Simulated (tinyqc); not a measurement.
What moves the results: quasiparticle equation with a plasmon-pole self-energy for two band edges. A value that a table varies takes the place of the one given here.

For each edge E = e + X + Sc(E), with the correlation part Sc(E) = A[0]/(E - a + w) + A[1]/(E - b - w); a and b are the valence and conduction energies that enter the Green function (a = ev, b = ec in the one-shot scheme). Z = 1/(1 - dSc/dE), dSc/dE = -A[0]/(E - a + w)^2 - A[1]/(E - b - w)^2.

Inputs chosen for the exercise (scales of the order of those of diamond; the results hold for these values, not for the real material):
- ev = 0 eV (mean-field valence top)
- ec = 4.04 eV (mean-field conduction edge)
- w = 25.9 eV (pole energy)
- Av = (120.2, 80.1) eV^2 (weights of the valence state on the hole and electron poles)
- Ac = (72.1, 140.3) eV^2 (the same for the conduction state)
- Xv = -2.86 eV (exchange minus the mean-field potential, valence)
- Xc = 3.77 eV (the same, conduction)

## Schemes compared

Z = 1; linearised; exact one-shot; energies updated in G (a, b); updated in G and W, where w grows by half of the opening of the gap (a rule chosen for the exercise).

Results (eV):
```
scheme,Ev,Ec,gap,opening
mean field,0.000,4.040,4.040,0.000
Z = 1,-0.894,4.801,5.696,1.656
linearised,-0.705,4.630,5.335,1.295
"one-shot, exact",-0.703,4.629,5.332,1.292
update G,-0.773,4.692,5.465,1.425
update G and W,-0.836,4.785,5.620,1.580
```

The openings run from 1.292 (one-shot, exact) to 1.656 eV (Z = 1). Linearising moves the gap by 3 meV, updating G +133 meV and updating W a further +156 meV: once Z is kept, the level of self-consistency matters more than linearising.

## The starting point

The mean-field gap is opened by d (ev lowered by d/2, ec raised by d/2) and X is changed by the opposite amounts, so that e + X stays; one-shot and G-updated gaps.

Gaps (eV):
```
d,start,one-shot,update G
0.0,4.040,5.3322,5.4647
0.2,4.240,5.3512,5.4647
0.4,4.440,5.3701,5.4647
0.6,4.640,5.3890,5.4647
0.9,4.940,5.4170,5.4647
1.2,5.240,5.4448,5.4647
1.6,5.640,5.4815,5.4647
```

The one-shot gap moves by a fraction 0.09 of any change of the starting gap, while the updated gap, 5.4647 eV, does not depend on it. The two agree where the start already equals the result, near d = 1.42 eV. A real change of starting point alters the orbitals and the screening too; this model holds both fixed.

## What each parameter does

Exact one-shot edges and Z of the valence state there. Each row changes one parameter from the base and keeps the others.

Results:
```
case,Ev (eV),Ec (eV),gap (eV),Z
base,-0.7034,4.6287,5.3322,0.7845
w = 27.2 eV,-0.8056,4.7660,5.5716,0.7997
Xv = -2.96 eV,-0.7819,4.6287,5.4106,0.7841
Xc = 3.87 eV,-0.7034,4.7058,5.4093,0.7845
ec = 4.14 eV,-0.6968,4.7228,5.4195,0.7849
"Av = (126.21, 80.1) eV^2",-0.5176,4.6287,5.1463,0.7799
"Ac = (72.1, 147.32) eV^2",-0.7034,4.4164,5.1198,0.7845
```

The largest shifts from the base row, up to three for each result and ties (the steps differ in size, so this ranks the rows, not the parameters). Ev (eV): Av +0.1859, w -0.1021, Xv -0.0784; unchanged at the printed digits by Xc and Ac. Ec (eV): Ac -0.2124, w +0.1373, ec +0.0940; unchanged at the printed digits by Xv and Av. gap (eV): w +0.2394, Ac -0.2124, Av -0.1859. Z: w +0.0151, Av -0.0047, Xv -0.0005; unchanged at the printed digits by Xc and Ac.

(tinyqc, `OMP_NUM_THREADS=1 python tinyqc.py 1851131 1851132 out.jsonl`, Intel(R) Xeon(R) Processor @ 2.30GHz, 1 thread, shared host, about 0.02 s.)
